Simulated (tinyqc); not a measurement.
Solubility, supersaturation, precipitation and gettering of an impurity in a silicon-like host: one step, computed by the program tinyqc. Command: `OMP_NUM_THREADS=1 python tinyqc.py 3004414 3004415 out.jsonl ripen walk`. One thread of a shared host (Intel(R) Xeon(R) Processor @ 2.30GHz), about 0.01 s of CPU time with the checks.

The wafer was saturated at T1 and is then held at T.

Task: Ham's law for sinks of fixed radius. tau0 = 1/(4 pi n r0 D); C_fixed(t) = C_eq + (C0 - C_eq) exp(-t/tau0). If all excess precipitates, the final radius is r_f = [r0^3 + 3 (C0 - C_eq)/(4 pi n C_p)]^(1/3), with tau_f = 1/(4 pi n r_f D).

Inputs (values chosen for the exercise, modelled on gold in silicon):
```
quantity                                   value    unit
temperature of saturation T1                1375       K
anneal temperature T                         891       K
sink density n                           8.1e+07  1/cm^3
initial sink radius r0                       7.2      nm
impurity density in the precipitate C_p  3.2e+22  1/cm^3
anneal time t                             790000       s
```

D(T) = 6.881109e-11 cm^2/s

C_eq(T) = 3.277195e+12 1/cm^3

C0 = 3.144483e+16 1/cm^3

Give: tau0; C_fixed(t); final radius r_f; tau_f.

Result:

tau0 = 1.9830e+07 s

C_fixed(t) = 3.0217e+16 1/cm^3

final radius r_f = 142.54 nm

tau_f = 1.0016e+06 s

The sinks grow 19.8 times, so the fixed radius underrates the later rate. Caution: the barrier to homogeneous nucleation is below 35 k_B T for these inputs, so new precipitates would form and outnumber the fixed sinks assumed here.
